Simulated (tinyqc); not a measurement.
Square on-chip spiral inductor, lumped pi model: one step of the calculation.

Outer diameter do = di + 2 n wd + 2 (n - 1) sp, mean da = (do + di)/2, fill p = (do - di)/(do + di), length l = 4 n da. L = 2.34 mu0 n^2 da/(1 + 2.75 p), mu0 = 4 pi 1e-7 H/m. Rs = rho l/(wd delta (1 - exp(-th/delta))), delta = sqrt(rho/(pi f mu0)). Cs = n wd^2 eps0 eo/hu across the coil. At each end Cox = l wd eps0 eo/(2 ho) leads to the substrate branch Rsi = 2 rs he/(l wd) in parallel with Csi = l wd eps0 11.7/(2 he). With one end grounded Y = 1/(Rs + i w L) + i w Cs + 1/[1/(i w Cox) + 1/(1/Rsi + i w Csi)], w = 2 pi f; Q = -Im Y/Re Y. Eddy currents in neighbouring turns and in the substrate are left out.

Problem. Geometry and model elements. do, l, L, delta, Rs, Cs, Cox, Rsi and Csi as defined.

Values chosen for this exercise; values of the order met in silicon radio-frequency processes:
```
symbol  value     unit                                     meaning
n         6.5                                      number of turns
wd         10       um                                  line width
sp          2       um                         space between turns
di         80       um                              inner diameter
th          2       um                             metal thickness
rho         3  uohm cm                           metal resistivity
ho        9.9       um                        oxide below the coil
hu          1       um            oxide between coil and underpass
eo          3                   relative permittivity of the oxide
rs         20   ohm cm                       substrate resistivity
he         50       um  effective spreading depth in the substrate
f         1.6      GHz                                   frequency
```

Constants: eps0 = 8.8541878128e-12 F/m. Results are converted to the units shown.

Give: do; l; L; delta; Rs; Cs; Cox; Rsi; Csi.

Solution.

do = 232.0 um
l = 4056 um
L = 8.283 nH
delta = 2.179 um
Rs = 9.297 ohm
Cs = 17.27 fF
Cox = 54.41 fF
Rsi = 493.1 ohm
Csi = 42.02 fF

Numbers from tinyqc (`OMP_NUM_THREADS=1 python tinyqc.py 2302019 2302020 out.jsonl`; about 0.01 s on one thread of a shared Intel Xeon 2.30GHz).
